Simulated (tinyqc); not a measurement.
## Cell and bit-line capacitance from two signals

Question. In a DRAM a freshly written one gives the bit-line signal (Vd/2) Cs/(Cs + Cb). Find Cs and Cb.

Parameters, values chosen for the exercise:
- Vd = 1.5 V (array voltage)

signal of a fresh one without and with 20 fF added to the bit line (mV): 113.63636  94.537815

Solution. (Vd/2)/signal = 1 + Cb/Cs, and the added capacitance raises it by its ratio to Cs.

Cs = 15.00 fF
Cb = 84.00 fF

Numbers from tinyqc (`OMP_NUM_THREADS=1 python tinyqc.py 2130121 2130122 out.jsonl`; about 0.01 s on one thread of a shared Intel Xeon 2.30GHz).
